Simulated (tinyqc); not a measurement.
# Changing the temperature T

Model: microkinetic model of a Langmuir-Hinshelwood surface reaction A + (1/2) B2 = AB with Bronsted-Evans-Polanyi barriers. Computed by tinyqc, a small Python program. Command: `OMP_NUM_THREADS=1 python tinyqc.py 3012188 3012189 out.jsonl microkin sweep`. One thread of a shared host (Intel(R) Xeon(R) Processor @ 2.30GHz), about 0.01 s of CPU time with the checks.

A adsorbs in equilibrium; B2 dissociates irreversibly on two free sites; adsorbed A and B react irreversibly and AB leaves at once. theta_A + theta_B + theta_* = 1.

Inputs (values chosen for the exercise, for a model catalyst):
```
quantity                               value   unit
adsorption energy of A, E_A            -1.32     eV
adsorption energy per B atom, E_B     -0.717     eV
entropy loss of A, S_A                   1.7  meV/K
entropy loss of B2, S_B                  1.4  meV/K
slope a1 of the dissociation barrier    0.76      -
intercept b1                             1.3     eV
slope a2 of the reaction barrier        0.49      -
intercept b2                            0.28     eV
pressure p_A                            0.19    bar
pressure p_B                            0.02    bar
```

Constants: k_B = 8.617333262e-05 eV/K; hbar = 6.582119569e-16 eV s.

Method:
- K_A = exp(-(E_A + T S_A)/(k_B T)) per bar; barriers E1 = max(b1 + a1 2 E_B, 0), E2 = b2 - a2 (E_A + E_B); k1 = (k_B T/h) exp(-S_B/k_B) exp(-E1/(k_B T)) per bar, k2 = (k_B T/h) exp(-E2/(k_B T)), h = 2 pi hbar.
- theta_A = K_A p_A theta_*; 2 k1 p_B theta_*^2 = k2 theta_A theta_B, so theta_B = w theta_* with w = 2 k1 p_B/(k2 K_A p_A); theta_* = 1/(1 + K_A p_A + w); rate r = k2 theta_A theta_B.
- From r = 2 k1 p_B theta_*^2: order in p_B and degree of control of step 1 = 1 - 2 theta_B; control of step 2 = 2 theta_B; order in p_A = 2 (theta_B - theta_A). Apparent energy = (E1 + k_B T)(1 - 2 theta_B) + (E2 + k_B T) 2 theta_B + E_A x order in p_A.

One run for each value:
```
temperature T (K)  rate r (1/s per site)  apparent activation energy (eV)  theta_A     theta_B     theta_*
462                           1.0382e-08                           2.8900  0.99999  9.4502e-08  7.7535e-06
525                           6.3445e-05                           2.8943  0.99957  1.0792e-05  4.1423e-04
588                           5.9552e-02                           2.8748  0.99021  4.4247e-04  9.3499e-03
650                           1.1408e+01                           2.6154  0.89133  7.6808e-03  1.0099e-01
712                           3.3662e+02                           1.5788  0.50474  5.0097e-02  4.4517e-01
775                           1.3315e+03                           0.6029  0.14564  1.1603e-01  7.3834e-01
838                           2.1301e+03                           0.2925  0.03561  1.6651e-01  7.9787e-01
900                           2.6883e+03                           0.2092  0.00991  2.0767e-01  7.8242e-01
```

What does the table show?

Over the rows, rate r (1/s per site) rises from 1.04e-8 to 2690 (exponent d ln y / d ln x 68 between the first rows and 3.3 between the last); apparent activation energy (eV) goes from 2.89 through a maximum among these rows, 2.89 at 525, to 0.209; theta_A falls from 1.000 to 0.00991 (exponent d ln y / d ln x -0.0033 between the first rows and -18 between the last).  Left out: 400 (the rate is out of a useful range).

Caution (rows 900): B is close to or above its equilibrium coverage with B2 gas, so leaving out the desorption of B2 is not justified.

Extremes, crossings and ranges named in words are read from the listed rows.
